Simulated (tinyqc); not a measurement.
Cluster expansion of a binary alloy: correlations, fit, cross-validation and ground states. Changing the fraction x of B. Computed by tinyqc, a small Python program. Command: `OMP_NUM_THREADS=1 python tinyqc.py 3015392 3015393 out.jsonl clex sweep`. One thread of a shared host (Intel(R) Xeon(R) Processor @ 2.30GHz), about 0.08 s of CPU time with the checks.

s = +1 for A and -1 for B. Energy per site E = J0 + J1 P(point) + sum over clusters of m V P, with P the mean product of spins; V > 0 on a pair favours unlike neighbours. Clusters per site m: pair 1 4, pair 2 3, pair 3 6, triplet 12; the triplet is two first-neighbour bonds closed by a second-neighbour bond. Formation energies are counted from the line between pure A and pure B, which removes J0 and J1.

Inputs (values chosen for the exercise, for a model alloy): first-pair interaction V1 = 27.2 meV; second-pair interaction V2 = 16 meV; third-pair interaction V3 = -1.2 meV; triplet interaction Vt = -4.2 meV; temperature T = 1600 K.

Lattice: bcc.

Constants: k_B = 8.617333262e-05 eV/K.

Method. Random alloy: P(pair) = p^2, P(triplet) = p^3, p = 1 - 2x, so H_mix = (p^2 - 1) sum m V(pairs) + (p^3 - p) m Vt; G_mix = H_mix + k_B T [x ln x + (1 - x) ln(1 - x)]. To first order in 1/T the Warren-Cowley parameter of shell 1 is alpha_1 = -(1 - p^2) V_eff/(k_B T), V_eff = V1 + (number of triplets on a first-neighbour bond) p Vt, that number being 6.

One run for each value:
```
fraction x of B  mixing enthalpy H_mix (meV/site)  mixing free energy G_mix (meV/site)  alpha_1
0.05                                     -19.8056                                -47.2  -0.0062
0.15                                     -58.3032                               -116.6  -0.0354
0.25                                     -93.3000                               -170.8  -0.0794
0.35                                    -122.3768                               -211.6  -0.1296
0.45                                    -143.1144                               -238.0  -0.1772
0.55                                    -153.0936                               -248.0  -0.2134
0.65                                    -149.8952                               -239.2  -0.2294
0.75                                    -131.1000                               -208.6  -0.2165
0.85                                     -94.2888                               -152.6  -0.1659
0.95                                     -37.0424                                -64.4  -0.0687
```

Over the rows, mixing enthalpy H_mix (meV/site) goes from -19.8 through a minimum among these rows, -153 at 0.550, to -37.0; mixing free energy G_mix (meV/site) goes from -47.2 through a minimum among these rows, -248 at 0.550, to -64.4; alpha_1 goes from -0.00623 through a minimum among these rows, -0.229 at 0.650, to -0.0687. Pairs alone give a parabola symmetric about x = 1/2; the triplet tilts it, and H_mix(0.25) - H_mix(0.75) = 37.8 meV.

Caution (rows 0.450, 0.550, 0.650, 0.750, 0.850): so large an alpha_1 is beyond the first-order expansion.

Extremes, crossings and ranges named in words are read from the listed rows.
